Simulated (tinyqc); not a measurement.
Worked calculation: extended Hueckel theory, for H6-. The parameters take no account of the charge, which enters only through the electron count, and nothing here shows that the anion is bound. One step of it, computed by the program tinyqc.

Question. Wolfsberg-Helmholz matrix. H_ij = K' S_ij (H_ii + H_jj)/2 for i != j (the diagonal keeps H_ii), with K' = K + D^2 + D^4 (1 - K), D = (H_ii - H_jj)/(H_ii + H_jj), K = 1.75.

overlap S, lower triangle:
```
          1H 1s     2H 1s     3H 1s     4H 1s     5H 1s     6H 1s
1H 1s  1.000000
2H 1s  0.541367  1.000000
3H 1s  0.091442  0.367040  1.000000
4H 1s  0.018338  0.091442  0.541367  1.000000
5H 1s  0.001646  0.010235  0.091442  0.367040  1.000000
6H 1s  0.000219  0.001646  0.018338  0.091442  0.541367  1.000000
```

diagonal H_ii (eV): 1H 1s -13.600000, 2H 1s -13.600000, 3H 1s -13.600000, 4H 1s -13.600000, 5H 1s -13.600000, 6H 1s -13.600000

K = 1.750000

Give: H.

Answer.

H (eV), lower triangle:
```
          1H 1s     2H 1s     3H 1s     4H 1s     5H 1s     6H 1s
1H 1s  -13.6000
2H 1s  -12.8845  -13.6000
3H 1s   -2.1763   -8.7355  -13.6000
4H 1s   -0.4364   -2.1763  -12.8845  -13.6000
5H 1s   -0.0392   -0.2436   -2.1763   -8.7355  -13.6000
6H 1s   -0.0052   -0.0392   -0.4364   -2.1763  -12.8845  -13.6000
```
